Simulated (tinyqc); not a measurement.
# Read current of a NAND string, cells in series solved by shooting: effects of single changes

Cells in series, numbered from 0 at the source line (0 V) to the bit line, each followed by a gap resistance Rg. A cell with gate Vg, threshold VT, source Vs and drain Vd passes I = 2 nf K Vt^2 [F(Vs) - F(Vd)]/(1 + th max(Vg - VT, 0)), F(V) = ln^2(1 + exp((Vg - VT - nf V)/(2 nf Vt))). The selected cell has Vg = Vr, the others Vg = Vp.

Parameters, values chosen for the exercise; values of the order met in vertical NAND strings: temperature T = 300 K; gain factor of a cell K = 7.4 uA/V^2; slope factor nf = 2.1; mobility reduction factor th = 0.15 1/V; resistance of the gap between cells Rg = 14 kohm; bit-line voltage Vbl = 0.4 V; pass voltage Vp = 7 V; threshold of an erased cell Ve = -2.4 V; threshold of the highest state Vh = 3.4 V; threshold of the selected cell Vx = 0.4 V; sensing current Is = 20 nA; read voltage on the selected word line Vr = 1.31 V.

Constants: q = 1.602176634e-19 C, kB = 1.380649e-23 J/K, Vt = kB T/q. Results are converted to the units shown.

Each table varies one quantity; the others keep the values above.

## Read current against the number of cells

For a trial current I start at 0 V and, cell by cell, solve for the drain: sqrt(F(Vd)) = sqrt(F(Vs) - I/k), k = 2 nf K Vt^2/(1 + th max(Vg - VT, 0)), Vd = [Vg - VT - 2 nf Vt ln(exp(sqrt F) - 1)]/nf, then add I Rg. The string current is the I for which the last node reaches Vbl. The apparent threshold is the Vr at which I = Is. Background: all other cells erased (VT = Ve) or all in the highest state (VT = Vh); ratio and shift are high over erased and high minus erased. The selected cell is in the middle, cell n/2.

Read current against the number of cells:

| n | I, others erased (uA) | I, others high (uA) | ratio | apparent VT, erased (V) | apparent VT, high (V) | background shift (mV) |
|---|---|---|---|---|---|---|
| 8 | 0.5770 | 0.4482 | 0.7768 | 0.4645 | 0.4685 | 3.954 |
| 16 | 0.3673 | 0.2632 | 0.7167 | 0.4728 | 0.4808 | 7.937 |
| 32 | 0.2117 | 0.1435 | 0.6779 | 0.4894 | 0.5054 | 15.99 |
| 64 | 0.1144 | 0.07507 | 0.6560 | 0.5226 | 0.5551 | 32.44 |
| 96 | 0.07838 | 0.05082 | 0.6483 | 0.5560 | 0.6053 | 49.39 |
| 128 | 0.05960 | 0.03840 | 0.6444 | 0.5894 | 0.6563 | 66.93 |
| 192 | 0.04029 | 0.02580 | 0.6404 | 0.6565 | 0.7651 | 108.6 |

Read the table: what changes, and by how much?

With erased neighbours the current falls from 0.577 to 0.0403 uA, as n^(-0.65) between the first two rows and n^(-0.97) between the last two (-1 once the series resistance rules). The ratio falls from 0.777 to 0.640 and the background shift rises from 3.95 to 109 mV.

## Effect of the bit-line voltage

Same model as above.

The string has 128 cells and the selected one is cell 64.

Effect of the bit-line voltage:

| Vbl (V) | I, others erased (uA) | I, others high (uA) | ratio | apparent VT, erased (V) | apparent VT, high (V) | background shift (mV) |
|---|---|---|---|---|---|---|
| 0.2 | 0.03071 | 0.02039 | 0.6639 | 0.6009 | 0.9725 | 371.6 |
| 0.3 | 0.04543 | 0.02971 | 0.6540 | 0.5896 | 0.6602 | 70.58 |
| 0.4 | 0.05960 | 0.03840 | 0.6444 | 0.5894 | 0.6563 | 66.93 |
| 0.5 | 0.07298 | 0.04640 | 0.6358 | 0.5893 | 0.6562 | 66.82 |
| 0.6 | 0.08503 | 0.05359 | 0.6302 | 0.5893 | 0.6562 | 66.81 |
| 0.7 | 0.09442 | 0.05975 | 0.6328 | 0.5893 | 0.6562 | 66.81 |
| 0.8 | 0.09885 | 0.06447 | 0.6522 | 0.5893 | 0.6562 | 66.81 |

As Vbl goes from 0.2 to 0.8 V, the current with erased neighbours rises from 0.0307 to 0.0989 uA, that with high neighbours rises from 0.0204 to 0.0645 uA and the ratio goes from 0.664 through a minimum of 0.630 (at Vbl = 0.6 among the rows listed) to 0.652. The background shift falls from 372 to 66.8 mV.

Program tinyqc, `OMP_NUM_THREADS=1 python tinyqc.py 2142277 2142278 out.jsonl`; Intel Xeon 2.30GHz, shared host, one thread, about 0.8 s.
